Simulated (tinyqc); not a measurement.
## MOS structure on a p-type body, non-linear Poisson equation by Newton steps: charge and capacitance against gate voltage

One dimension, insulator interface at x = 0, acceptor density Na, uniform, net doping C = -(acceptor density). psi is counted from the intrinsic level: n = ni exp((psi - Vb)/Vt), p = ni exp(-psi/Vt); deep in the body psi_b = -Vt ln(Na/ni). The gate acts through Cox = eps0 eox/tox and has the potential psi_G = Vg - (phiM - chi - Vt ln(Nc/ni)). Boltzmann statistics, full ionisation, classical densities, no oxide or interface charge.

ni = sqrt(Nc Nv) exp(-Eg/(2 Vt)), Eg in volts. The Poisson equation d/dx(eps0 eps_r dpsi/dx) = -q (p - n + C), with eps0 eps_r dpsi/dx = -Cox (psi_G - psi_0) at x = 0, is solved on a mesh of about 600 nodes or more. N_inv is the integral of n less its value deep in the body. C_LF = Cox (1 - dpsi_0/dVg) with all carriers following; C_HF is the same with the electron quasi-Fermi level shifting uniformly so that N_inv stays fixed. The centroid is that of the same excess.

Values chosen for this exercise; band and dielectric values those of a made-up semiconductor:
```
symbol    value   unit                                                               meaning
T           250      K                                                           temperature
Eg         1.16     eV                                                              band gap
eps_r      10.4                                                        relative permittivity
Nc      1.83e19  cm^-3                                conduction-band density of states at T
Nv      2.24e19  cm^-3                                   valence-band density of states at T
chi        3.42     eV                                                     electron affinity
Na       1.4e16  cm^-3                                     acceptor density deep in the body
eox        21.9         relative permittivity of the gate insulator (close to hafnium oxide)
tox         3.9     nm                                                   insulator thickness
phiM       4.06     eV                                                    gate work function
Vb            0      V                       electron quasi-Fermi potential against the body
```

Constants: q = 1.602176634e-19 C, kB = 1.380649e-23 J/K, Vt = kB T/q, eps0 = 8.8541878128e-14 F/cm where lengths are in cm. Results are converted to the units shown.

Charge and capacitance against gate voltage:
```
Vg (V)	psi_0 - psi_b (V)	N_inv (cm^-2)	C_LF/Cox	C_HF/Cox	centroid (nm)
0.24	0.591	4.19e4	0.00849	0.00849	4.26
0.35	0.700	6.06e6	0.00779	0.00778	3.88
0.46	0.810	8.89e8	0.00850	0.00723	3.58
0.57	0.916	1.01e11	0.122	0.00683	3.15
0.68	0.988	1.25e12	0.536	0.00678	1.94
0.79	1.03	3.48e12	0.741	0.00679	1.23
0.9	1.05	6.18e12	0.830	0.00679	0.887
1.01	1.07	9.10e12	0.876	0.00680	0.698
1.12	1.08	1.21e13	0.904	0.00680	0.578
```

N_inv goes from 41900 to 1.21e13 cm^-2 and passes 2e11 cm^-2 at Vg = 0.590 V. Below threshold it takes 50.8 mV a decade between Vg = 0.35 and 0.46 V, against Vt ln 10 = 49.6 mV. C_LF/Cox is lowest, 0.00779, at Vg = 0.35 V among the rows listed and ends at 0.904, while C_HF/Cox ends at 0.00680. Between the last two rows q dN_inv/dVg is 0.891 Cox. Where the classical centroid is under about 2 nm, confinement would move the charge away from the interface and raise the threshold. Above about 2e12 cm^-2 degeneracy matters too.

Computed by the program tinyqc: `OMP_NUM_THREADS=1 python tinyqc.py 2080133 2080134 out.jsonl`, one thread of a shared Intel Xeon 2.30GHz, about 0.4 s for the whole run.
